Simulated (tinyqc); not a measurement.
Inside a calculation: cyclotron resonance of ellipsoidal valleys, Si type. Values are carried at full precision from step to step, so a last printed digit may differ when a step is redone from the rounded ones.

Valleys along [100], [010], [001] (each with its opposite partner), mass ml along the axis and mt across it. B lies in the (1-10) plane, b = (sin(theta)/sqrt2, sin(theta)/sqrt2, cos(theta)). For the angle phi between B and the axis, 1/mc^2 = cos^2(phi)/mt^2 + sin^2(phi)/(mt ml). Resonance: h nu = 2 muB B/mc, h = 2 pi hbar.

Constants: hbar = 6.58211957e-16 eV s; muB = 5.788381798e-05 eV/T.

Values chosen for the exercise (near those of Si; shifted at random, so the results belong to these values and not to a real crystal): theta = 79 degrees (angle of B from [001] towards [110]); ml = 0.953 m0 (longitudinal mass); mt = 0.188 m0 (transverse mass); nu = 24 GHz (microwave frequency); tau = 60 ps (scattering time).

## Angles to the valley axes

Give b and cos^2(phi) for each axis.

b: 0.6941  0.6941  0.1908

cos^2(phi): [100] 0.4818, [010] 0.4818, [001] 0.0364

## Cyclotron masses and resonance fields

For each axis, mc and B = h nu mc/(2 muB).

Resonances:

| axis | mc (m0) | B (T) |
|---|---|---|
| [100] | 0.2460 | 0.2109 |
| [010] | 0.2460 | 0.2109 |
| [001] | 0.3950 | 0.3387 |

2 distinct masses appear; the limits are mt = 0.188 (B along the axis) and sqrt(ml mt) = 0.4233 (B across it).

## The same from the mass tensor

For the valley along [001]: M = mt 1 + (ml - mt) a a^T, and mc^2 = det M/(b M b).

M (m0):
```
        x       y       z
x  0.1880       0       0
y       0  0.1880       0
z       0       0  0.9530
```

det M = 0.033683
b M b = 0.2159
mc = 0.3950 m0

## Line shape

For linear polarisation and one isotropic mass the absorbed power goes as P = [1 + (w^2 + wc^2) tau^2]/([1 + (wc^2 - w^2) tau^2]^2 + 4 w^2 tau^2), w = 2 pi nu. List it for wc/w = 0, 0.5, 0.8, 0.9, 1, 1.1, 1.2, 1.5 and 2, which is B over the resonance field.

w tau = 9.048

Power:

| wc/w | P |
|---|---|
| 0.0 | 0.01207 |
| 0.5 | 0.02599 |
| 0.8 | 0.1189 |
| 0.9 | 0.2766 |
| 1.0 | 0.5015 |
| 1.1 | 0.2763 |
| 1.2 | 0.1182 |
| 1.5 | 0.02427 |
| 2.0 | 0.006712 |

The largest listed value lies at wc/w = 1.0, 41.6 times the zero-field value. With w tau well above 1 the line is sharp, of relative half width about 1/(w tau). The closest two lines of this crystal are 60.6 % apart, so they are resolved.

## Checks

- Rotation frequency of dv/dt = -M^-1 (v x b) for the valley along [001], in units of e B/m0, against 1/mc: both 2.5315.

Computed by tinyqc, a small Python program: `OMP_NUM_THREADS=1 python tinyqc.py 1251497 1251498 out.jsonl` (the numbers bound the seed that draws the inputs); one thread of a shared host (Intel(R) Xeon(R) Processor @ 2.30GHz), about 0.01 s for the whole set of steps.
